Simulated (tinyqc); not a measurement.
Changing the Debye temperature Theta: Bloch-Grueneisen resistivity of a metal. Computed by tinyqc, a small Python program. Command: `OMP_NUM_THREADS=1 python tinyqc.py 3018551 3018552 out.jsonl bg sweep`. One thread of a shared host (Intel(R) Xeon(R) Processor @ 2.30GHz), about 0.01 s of CPU time with the checks.

Electrons scatter from a Debye spectrum of phonons (n = 5 for scattering within one band, n = 3 for scattering into a second, heavy band) and from static defects.

Inputs (values chosen for the exercise, modelled on aluminium):

| quantity | value | unit |
|---|---|---|
| exponent n | 5 | - |
| transport coupling lambda_tr | 0.4 | - |
| Drude plasma energy hbar w_p | 13 | eV |
| residual resistivity rho_0 | 0.019 | microohm cm |
| temperature T | 295 | K |

Addition: none.

Constants: k_B = 1.380649e-23 J/K; hbar = 1.054571817e-34 J s; eps_0 = 8.8541878128e-12 F/m; hbar = 6.582119569e-16 eV s; k_B = 8.617333262e-05 eV/K.

Method:
- rho_ph = (n - 1) rho_1 (T/Theta)^n J_n(Theta/T), with rho_1 = 2 pi lambda_tr k_B Theta/(hbar eps_0 w_p^2), the high-temperature line at T = Theta.
- J_n(y) = int_0^y x^n e^x/(e^x - 1)^2 dx, by 96 Gauss-Legendre points (upper limit at most 60).
- Matthiessen's rule: rho = rho_0 + rho_ph.
- Temperature coefficient (1/rho) d rho/dT by a central difference of +/- 0.5 K; residual ratio rho(295 K)/rho(4.2 K); scattering time tau = 1/(eps_0 w_p^2 rho); Wiedemann-Franz kappa = L_0 T/rho, L_0 = (pi^2/3)(k_B/e)^2.

One run for each value:

| Debye temperature Theta (K) | phonon resistivity rho_ph (microohm cm) | temperature coefficient (1e-3/K) | residual resistance ratio |
|---|---|---|---|
| 80 | 2.7989 | 3.3944 | 147.14 |
| 110 | 2.7888 | 3.4188 | 147.45 |
| 160 | 2.7650 | 3.4761 | 146.45 |
| 230 | 2.7176 | 3.5910 | 144.01 |
| 320 | 2.6345 | 3.7958 | 139.65 |
| 450 | 2.4766 | 4.1962 | 131.35 |
| 900 | 1.7468 | 6.2944 | 92.94 |

Give the missing row, Debye temperature Theta (K) = 640.

Computed row; columns: (1) Debye temperature Theta (K); (2) phonon resistivity rho_ph (microohm cm); (3) temperature coefficient (1e-3/K); (4) residual resistance ratio:
```
(1)     (2)     (3)     (4)
640  2.1882  4.9716  116.17
```

Interpolating between the two neighbouring rows (the first column on a logarithmic scale, the others too where they are positive) misses most in phonon resistivity rho_ph (microohm cm), by 5.2 %. Over the rows, phonon resistivity rho_ph (microohm cm) falls from 2.80 to 1.75 (exponent d ln y / d ln x -0.011 between the first rows and -0.66 between the last); temperature coefficient (1e-3/K) rises from 3.39 to 6.29 (exponent d ln y / d ln x 0.022 between the first rows and 0.69 between the last); residual resistance ratio goes from 147 through a maximum among these rows, 147 at 110, to 92.9. At the low end the exponent of phonon resistivity rho_ph is -0.01, close to 0: at high T and fixed lambda_tr Theta drops out.

Caution (rows 640, 900): below about Theta/2 small-angle phonon scattering degrades heat flow more than charge flow, so a thermal conductivity taken from rho by the Wiedemann-Franz law would be too high.

Extremes, crossings and ranges named in words are read from the listed rows.
